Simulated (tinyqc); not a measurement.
Inside a calculation: metal-induced gap states at the contact of a metal chain and a two-band chain. Values are carried at full precision from step to step, so a last printed digit may differ when a step is redone from the rounded ones.

The semiconductor alternates sites A at -Eg/2 and C at +Eg/2 with hopping -t; the gap runs from -Eg/2 to Eg/2. In the gap cosh(q a) = 1 + (Eg^2/4 - E^2)/(2 t^2) and the amplitude changes by -exp(-q a) a period. The metal has site energy 0 and hopping -tm; its end site has g_m = (E - i sqrt(4 tm^2 - E^2))/(2 tm^2). Sites 1, 2, ... count into the semiconductor, with energies e1, e2 alternating. The clean half chain has g1 = 1/(E - e1 - t^2 g2), g2 = 1/(E - e2 - t^2 g1), decaying root. With the contact G11 = 1/(1/g1 - tc^2 g_m), and the density on site j is -Im G_jj/pi = |psi_j/psi_1|^2 (-Im G11/pi), per spin, with psi_2/psi_1 = -t g2, psi_3/psi_2 = -t g1.

Constants: e^2/(4 pi eps0) = 14.39964547 eV angstrom.

Values chosen for the exercise (gap and optical dielectric constant near those of SiO2; the chain itself is a model; shifted at random, so the results belong to these values and not to a real crystal):
```
symbol  value  unit      meaning
Eg      9.19   eV        gap
t       2.59   eV        hopping in the semiconductor
a       3.1    angstrom  period (two sites); one chain for each area a^2
E       -1.56  eV        energy from mid-gap
tm      3.68   eV        hopping in the metal
tc      2.63   eV        hopping across the contact
end     C                site that touches the metal
eps     2.2              dielectric constant
```

## Decay in the gap

Form cosh(q a), l = exp(-q a), q and the decay length 1/(2q) of the density.

cosh(q a) = 2.39238
l = 0.21902
q = 0.48986 1/angstrom
xi, the decay length of the density = 1.021 angstrom

## Green functions

The decaying root is g1 = (1 - l)/(E - e1), g2 = (1 - l)/(E - e2), l = exp(-q a). Form them, g_m and G11.

g1, g2 (1/eV): [-0.12688, 0.25732]

g_m = -0.05760-0.26556i 1/eV
G11 = -0.12604-0.03094i 1/eV

## Density site by site

D1 = -Im G11/pi, D2 = (t g2)^2 D1, and each further period multiplies by l^2. The sum over all sites is (D1 + D2)/(1 - l^2). The Green functions stand in the order g1, g2.

density on sites 1 to 8 (1/eV): [0.00985, 0.00437, 0.00047, 0.00021, 0.00002, 0.00001, 0.00000, 0.00000]

Ds, the density per spin summed over the semiconductor = 0.01494 1/eV

The first period holds 95 % of the gap states at this energy.

## Pinning factor

Gap states per area N = 2 Ds/a^2 (two spins). Charge in them sits a distance xi from the metal, so S = 1/(1 + 4 pi e^2 N xi/eps), e^2 meaning e^2/(4 pi eps0); S is the change of the barrier per change of the metal work function.

N = 3.109e+13 1/(eV cm^2)
4 pi e^2 N xi/eps = 0.2610
S = 0.7930

Weak pinning, nearer the Schottky limit S = 1.

## Checks

- g1 from the closed form against decimation: both -0.126885.

Run: tinyqc, `OMP_NUM_THREADS=1 python tinyqc.py 1450122 1450123 out.jsonl`; Intel(R) Xeon(R) Processor @ 2.30GHz, one thread, shared host; about 0.01 s of CPU time with all checks.
